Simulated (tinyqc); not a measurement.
# Gap voltage and exponent from three temperatures

Problem. At constant current VBE(T) = Vg0 - a T - eta (kB T/q) ln T, where a is a constant. Find Vg0, eta and dVBE/dT at the middle temperature.

Constants: q = 1.602176634e-19 C, kB = 1.380649e-23 J/K. Results are converted to the units shown.

T (K): [253, 273, 300]
VBE at a constant current (V): [0.7917617874, 0.7528466245, 0.6995556117]

Solution. The relation is linear in Vg0, a and eta, so three points give a linear system; the slope is (VBE - Vg0 - eta kB T/q)/T. eta rests on the curvature of VBE(T) alone, so real fits need accuracy of some tens of microvolts or better.

Vg0 = 1.198 V
eta = 3.800
dVBE/dT = -1.958 mV/K

Program tinyqc, `OMP_NUM_THREADS=1 python tinyqc.py 2062035 2062036 out.jsonl`; Intel Xeon 2.30GHz, shared host, one thread, about 0.02 s.
